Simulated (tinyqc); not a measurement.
Inside a calculation. Method: Pariser-Parr-Pople SCF with singles CI, for the molecule C=Cc1ccc(N)c(F)c1 (SMILES; centres numbered as the heavy atoms are written). One step of it, computed by the program tinyqc.

Task: Iteration 2: Fock matrix. F_rr = H_rr + P_rr gamma_rr / 2 + sum_(s != r) P_ss gamma_rs; F_rs = H_rs - P_rs gamma_rs / 2; E = tr P (H + F) / 2 + core repulsion sum_(r<s) z_r z_s gamma_rs.

P after iteration 1, lower triangle:
```
            1C         2C         3C         4C         5C         6C         7N        8C
1C    1.998563
2C    0.007566   1.959428
3C   -0.029155   0.160545   1.338444
4C    0.021039  -0.123395   0.531328   1.224990
5C    0.002150   0.000699  -0.029302   0.661072   0.770944
6C   -0.005965   0.032707  -0.175504  -0.051812   0.572287   0.995674
7N   -0.016552   0.064287  -0.092502  -0.201120   0.269960   0.665328   0.477951
8C    0.014924  -0.056798   0.089965  -0.176196   0.086059   0.406289   0.299815  0.313951
9F   -0.004548   0.019513  -0.047946   0.051742  -0.015609  -0.052672  -0.113100  0.322697
10C   0.031042  -0.172132   0.725198  -0.370848  -0.318769   0.165444   0.236289  0.346770

            9F       10C
9F    1.934880
10C  -0.026063  0.985175
```

core matrix H (eV), lower triangle:
```
             1C          2C          3C          4C          5C          6C          7N          8C
1C   -51.252078
2C    -2.390000  -58.259353
3C     0.000000   -2.390000  -68.424748
4C     0.000000    0.000000   -2.390000  -64.522740
5C     0.000000    0.000000    0.000000   -2.390000  -66.445041
6C     0.000000    0.000000    0.000000    0.000000   -2.390000  -75.176030
7N     0.000000    0.000000    0.000000    0.000000    0.000000   -2.240000  -70.310662
8C     0.000000    0.000000    0.000000    0.000000    0.000000   -2.390000    0.000000  -76.675204
9F     0.000000    0.000000    0.000000    0.000000    0.000000    0.000000    0.000000   -2.100000
10C    0.000000    0.000000   -2.390000    0.000000    0.000000    0.000000    0.000000   -2.390000

             9F         10C
9F   -85.425912
10C    0.000000  -69.966574
```

repulsion gamma_rs (eV), lower triangle:
```
            1C         2C         3C         4C         5C         6C         7N         8C
1C   11.130000
2C    7.554157  11.130000
3C    5.239638   7.553836  11.130000
4C    3.669781   5.238179   7.552693  11.130000
5C    2.868614   3.669505   5.238179   7.553836  11.130000
6C    2.763492   3.276536   4.668439   5.240129   7.554642  11.130000
7N    2.216124   2.528838   3.329592   3.745685   5.465778   8.281621  16.800000
8C    3.276536   3.669789   5.238676   4.668517   5.238991   7.554157   5.465220  11.130000
9F    2.809587   2.920499   3.780454   3.354622   3.780834   5.577877   4.966209   8.692131
10C   4.668439   5.238676   7.553196   5.238991   4.668051   5.239638   3.745385   7.553836

            9F        10C
9F   21.400000
10C   5.577489  11.130000
```

Centres (angstrom, eV; a flat drawing with bonds scaled to 1.40 angstrom):

| centre | x | y | core charge z | W | gamma_rr |
|---|---|---|---|---|---|
| 1C | -3.293000 | 0.837000 | 1 | 11.160000 | 11.130000 |
| 2C | -2.589000 | -0.373000 | 1 | 11.160000 | 11.130000 |
| 3C | -1.189000 | -0.368000 | 1 | 11.160000 | 11.130000 |
| 4C | -0.484000 | -1.578000 | 1 | 11.160000 | 11.130000 |
| 5C | 0.916000 | -1.573000 | 1 | 11.160000 | 11.130000 |
| 6C | 1.611000 | -0.358000 | 1 | 11.160000 | 11.130000 |
| 7N | 3.011000 | -0.353000 | 2 | 25.600000 | 16.800000 |
| 8C | 0.907000 | 0.852000 | 1 | 11.160000 | 11.130000 |
| 9F | 1.603000 | 2.067000 | 2 | 39.000000 | 21.400000 |
| 10C | -0.493000 | 0.847000 | 1 | 11.160000 | 11.130000 |

Give: F; pi energy.

Result:

F (eV), lower triangle:
```
          1C       2C       3C       4C       5C        6C        7N        8C
1C    3.2666
2C   -2.4186   3.5334
3C    0.0764  -2.9964   0.2272
4C   -0.0386   0.3232  -4.3965  -4.0496
5C   -0.0031  -0.0013   0.0767  -4.8868  -9.2737
6C    0.0082  -0.0536   0.4097   0.1358  -4.5517  -16.9159
7N    0.0183  -0.0813   0.1540   0.3767  -0.7378   -4.9950  -20.3925
8C   -0.0244   0.1042  -0.2356   0.4113  -0.2254   -3.9246   -0.8193  -10.0258
9F    0.0064  -0.0285   0.0906  -0.0868   0.0295    0.1469    0.2808   -3.5025
10C  -0.0725   0.4509  -5.1288   0.9714   0.7440   -0.4334   -0.4425   -3.6997

           9F      10C
9F   -25.1499
10C    0.0727  -4.5927
```

pi energy = -163.1032 eV
